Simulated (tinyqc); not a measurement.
What moves the results: hole subbands of a hard-walled well, four-band Luttinger model. A value that a table varies takes the place of the one given here.

Hole energies are counted downwards from the unstrained band edge, c = hbar^2/2m0. After the usual block transformation one block is H = [[P + Q - Zs, R - i S], [R + i S, P - Q + Zs]] in (heavy, light), with P +/- Q = c [(g1 +/- g2) k^2 + (g1 -/+ 2 g2) kz^2], R = sqrt(3) c gR k^2, S = 2 sqrt(3) c g3 k kz, kz = -i d/dz; axial approximation gR = (g2 + g3)/2. Zs = b (e_par - e_perp) is the shear part of the strain (the hydrostatic part shifts all levels alike and is left out). Basis sqrt(2/L) sin(n pi z/L), n = 1 to N, for each component: kz^2 gives (n pi/L)^2 and the heavy-light block is R delta_nm - 2 sqrt(3) c g3 k D_nm with D_nm = 4 n m/(L (n^2 - m^2)) for n + m odd, 0 otherwise. The other block has the same levels. The split-off band is left out.

Constants: hbar^2/2m0 = 3.80998211 eV angstrom^2.

Values chosen for the exercise (near those of GaSb; not measured data):
```
symbol  value                                                    unit        meaning
g1      13.55                                                                Luttinger gamma1
g2      4.75                                                                 gamma2
g3      6.06                                                                 gamma3
L       135                                                      angstrom    well width along [001]
Zs      0                                                        eV          shear strain energy
k       0.0265                                                   1/angstrom  wave vector in the plane
Zlist   (-0.0469, -0.0263, -0.0124, -0.0043, 0, 0.0127, 0.0472)  eV          shear strain energies (negative: tension in the plane, for b < 0)
```

## Which coupling does what

N = 20, at the given k. Diagonal: R = S = 0. Along [100] and [110] gR is g2 and g3 instead of their mean.

Hole energies (meV):
```
model        E1     E2     E3      E4
diagonal  57.32  71.10  82.39  124.17
R alone   38.23  77.77  90.19  122.26
S alone   27.63  39.56  76.77   93.02
axial     18.47  38.45  75.23   98.80
[100]     20.29  38.87  75.55   97.63
[110]     16.53  37.92  74.87  100.05
```

What can be read from the table?

The couplings move E1 by -38.85 meV: R alone by -19.09, S alone by -29.69, so S matters more at k L/pi = 1.14 (R grows as k^2 and joins equal n, S as k and joins n of opposite parity). Warping spreads E1 by 3.76 meV between [100] and [110], the hole being heavier along [110]; the axial value lies between them.

## Strain

N = 20. dE is the rise of the top subband from k = 0 to k1 = pi/(4L), m1 = c k1^2/dE (dash if dE is not positive), and the heavy weight is taken at k = pi/L.

Top subband:
```
Zs (eV)  HH1 (meV)  LH1 (meV)  dE (meV)  heavy weight  m1 (m0)
-0.0469       55.3        0.7    -0.026         0.141        -
-0.0263       34.7       21.3    -1.118         0.266        -
-0.0124       20.8       35.2     1.650         0.413    0.078
-0.0043       12.7       43.3     1.784         0.520    0.072
0.0000         8.4       47.6     1.821         0.580    0.071
0.0127        -4.3       60.3     1.898         0.745    0.068
0.0472       -38.8       94.8     2.018         0.936    0.064
```

What can be read from the table?

HH1 and LH1 cross at Zs = -2 c g2 (pi/L)^2 = -0.0196 eV; for more negative Zs the light hole is on top. Among the rows with HH1 on top, m1 goes from 0.078 to 0.064 m0 as the splitting widens from 14 to 134 meV, against the unmixed 1/(g1 + g2) = 0.055: compression lightens the holes here. A dash marks a top subband whose hole energy at k1 lies below that at k = 0: an electron-like (negative) mass. m1 describes the neighbourhood of k = 0 only; where HH1 and LH1 lie close, the band may peak further out.

## What each parameter does

N = 20; the three lowest hole energies at the given k and the heavy weight of the lowest. Each row changes one parameter from the base and keeps the others.

Results:
```
case                   E1 (meV)  E2 (meV)  E3 (meV)  heavy weight
base                      18.47     38.45     75.23         0.539
g1 = 14.63                25.52     48.53     94.93         0.533
g2 = 5.23                 16.03     34.51     64.30         0.554
g3 = 5.58                 22.32     43.11     80.27         0.541
L = 125 angstrom          21.40     42.79     85.82         0.562
Zs = -0.01 eV             18.14     44.48     82.81         0.430
k = 0.0185 1/angstrom     18.28     29.86     71.20         0.693
```

What does this show?

The largest shifts from the base row, up to three for each result and ties (the steps differ in size, so this ranks the rows, not the parameters). E1 (meV): g1 +7.06, g3 +3.86, L +2.93. E2 (meV): g1 +10.08, k -8.59, Zs +6.03. E3 (meV): g1 +19.70, g2 -10.93, L +10.60. heavy weight: k +0.154, Zs -0.109, L +0.023.

Run: tinyqc, `OMP_NUM_THREADS=1 python tinyqc.py 1250345 1250346 out.jsonl`; Intel(R) Xeon(R) Processor @ 2.30GHz, one thread, shared host; about 2 s of CPU time with all checks.
